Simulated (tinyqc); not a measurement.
Inside a calculation. Method: tight binding, honeycomb lattice. One step of it, computed by the program tinyqc.

Problem. Bloch Hamiltonian at k. H_AB = -t1 (1 + exp(-i k.a1) + exp(-i k.a2)); H_AA = delta - 2 t2 sum cos(k.b + phi), H_BB = -delta - 2 t2 sum cos(k.b - phi), b = a1, a2 - a1, -a2.

Parameters chosen for this model:
```
parameter     value                        unit
t1         2.110000                 eV, nearest
t2         0.220000       eV, second neighbours
phi        2.590000  rad, phase of t2 (Haldane)
delta             0          eV, +/- on A and B
```

k point k (fractions of the reciprocal vectors): 0.180000  0.170000

Give: H(k) at k.

Solution.

H(k) at k (eV):
```
               A              B
A          0.706  -4.025+3.758i
B  -4.025-3.758i          0.722
```
